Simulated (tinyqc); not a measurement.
# CMOS latch-up, two-transistor model: what changes with what

A parasitic pnp (emitter at Vdd, base shunted by Rw) and npn (emitter at ground, base shunted by Rs) feed each other: the npn collector current flows out of the pnp base node, the pnp collector current into the npn base node. Forward-active transistors with constant gains: Icn = Isn exp(Vn/Vt), Icp = Isp (exp(Vp/Vt) - 1). A current Ii is injected into the npn base node.

Inputs (values chosen for the exercise); values close to those of bulk CMOS: temperature T = 325 K; current gain of the npn bn = 17.3; current gain of the pnp bp = 4.1; saturation current of the npn at T Isn = 3.2e-14 A; saturation current of the pnp at T Isp = 2.2e-13 A; substrate resistance shunting the npn Rs = 110 ohm; well resistance shunting the pnp Rw = 460 ohm; resistance from the pnp collector to the npn base R2 = 30 ohm; base-emitter voltage in the on state Von = 0.71 V; saturation voltage Vsat = 0.19 V; supply voltage Vdd = 2.5 V.

Constants: q = 1.602176634e-19 C, kB = 1.380649e-23 J/K, Vt = kB T/q. Results are converted to the units shown.

Each table varies one quantity; the others keep the values above.

## Effect of the well resistance shunting the pnp

Node equations: Vp/Rw + Icp/bp = Icn and Vn/Rs + Icn/bn = Icp + Ii. Loop gain G = gn gp/[(1/Rw + gp/bp)(1/Rs + gn/bn)], gn = Icn/Vt, gp = (Icp + Isp)/Vt; the off state ends where G = 1, and Ii there is the trigger current. On state with both base-emitter voltages at Von: npn base current Ib = (Von/Rs + bp Von/Rw)/(bn bp - 1), holding current Ih = (bn + 1) Ib + Von/Rs, holding voltage Vh = Vsat + Von + R2 (Ib + Von/Rs).

Effect of the well resistance shunting the pnp:

| Rw (ohm) | Vn at trigger (V) | trigger current (mA) | Ih (mA) | Vh (V) |
|---|---|---|---|---|
| 46 | 0.7457 | 7.407 | 24.70 | 1.124 |
| 89 | 0.7266 | 6.916 | 16.70 | 1.110 |
| 170 | 0.7081 | 6.589 | 12.62 | 1.104 |
| 330 | 0.6892 | 6.336 | 10.45 | 1.100 |
| 640 | 0.6706 | 6.125 | 9.334 | 1.098 |
| 1200 | 0.6531 | 5.944 | 8.778 | 1.097 |
| 2400 | 0.6342 | 5.758 | 8.461 | 1.097 |
| 4600 | 0.6175 | 5.593 | 8.309 | 1.097 |

As Rw goes from 46 to 4600 ohm, the trigger current falls from 7.41 to 5.59 mA, Ih falls from 24.7 to 8.31 mA and Vh falls from 1.12 to 1.10 V. Vh exceeds the supply Vdd = 2.5 V, which then cannot sustain a latched state, in 0 of the 8 rows. For Rw = 46, 89 Vn at the trigger exceeds the fixed Von of the on-state formulas, so Ih and Vh are too low there.

## Effect of the current gain of the pnp

Same model as above.

Result of one run:

| bp | Vn at trigger (V) | trigger current (mA) | Ih (mA) | Vh (V) |
|---|---|---|---|---|
| 0.15 | 0.70689 | 6.3465 | 83.166 | 1.2194 |

What becomes of these results when the current gain of the pnp bp is changed from 0.15 to 5.8, all else the same?

Result of the changed run:

| bp | Vn at trigger (V) | trigger current (mA) | Ih (mA) | Vh (V) |
|---|---|---|---|---|
| 5.8 | 0.67979 | 6.2260 | 9.2927 | 1.0983 |

The whole series:

| bp | Vn at trigger (V) | trigger current (mA) | Ih (mA) | Vh (V) |
|---|---|---|---|---|
| 0.072 | 0.75814 | 6.7312 | 495.67 | 1.8956 |
| 0.15 | 0.70689 | 6.3465 | 83.166 | 1.2194 |
| 0.31 | 0.68613 | 6.2535 | 35.534 | 1.1413 |
| 0.65 | 0.68146 | 6.2347 | 19.776 | 1.1155 |
| 1.3 | 0.68040 | 6.2294 | 13.660 | 1.1054 |
| 2.8 | 0.67997 | 6.2270 | 10.612 | 1.1005 |
| 5.8 | 0.67979 | 6.2260 | 9.2927 | 1.0983 |
| 12 | 0.67972 | 6.2255 | 8.6669 | 1.0973 |

As bp goes from 0.072 to 12, the trigger current falls from 6.73 to 6.23 mA, Ih falls from 496 to 8.67 mA and Vh falls from 1.90 to 1.10 V. Vh exceeds the supply Vdd = 2.5 V, which then cannot sustain a latched state, in 0 of the 8 rows. For bp = 0.035 the product of the gains is about one or less, so there is no latched state. For bp = 0.072, 0.15 the holding current passes 50 mA, where high injection lowers the gains. For bp = 0.072 Vn at the trigger exceeds the fixed Von of the on-state formulas, so Ih and Vh are too low there.

## Effect of the substrate resistance shunting the npn

Same model as above.

Effect of the substrate resistance shunting the npn:

| Rs (ohm) | Vn at trigger (V) | trigger current (mA) | Ih (mA) | Vh (V) |
|---|---|---|---|---|
| 11 | 0.6846 | 62.08 | 83.09 | 2.867 |
| 21 | 0.6827 | 32.48 | 44.31 | 1.932 |
| 41 | 0.6814 | 16.64 | 23.50 | 1.430 |
| 79 | 0.6803 | 8.652 | 13.00 | 1.176 |
| 150 | 0.6795 | 4.579 | 7.628 | 1.047 |
| 300 | 0.6787 | 2.315 | 4.642 | 0.9747 |
| 570 | 0.6781 | 1.244 | 3.228 | 0.9406 |
| 1100 | 0.6777 | 0.6708 | 2.470 | 0.9224 |

As Rs goes from 11 to 1100 ohm, the trigger current falls from 62.1 to 0.671 mA, Ih falls from 83.1 to 2.47 mA and Vh falls from 2.87 to 0.922 V. Vh exceeds the supply Vdd = 2.5 V, which then cannot sustain a latched state, in 1 of the 8 rows. The trigger current goes as Rs^(-0.98): most of it flows through the shunt. For Rs = 11 the holding current passes 50 mA, where high injection lowers the gains.

Program tinyqc, `OMP_NUM_THREADS=1 python tinyqc.py 2670009 2670010 out.jsonl`; Intel Xeon 2.30GHz, shared host, one thread, about 0.04 s.
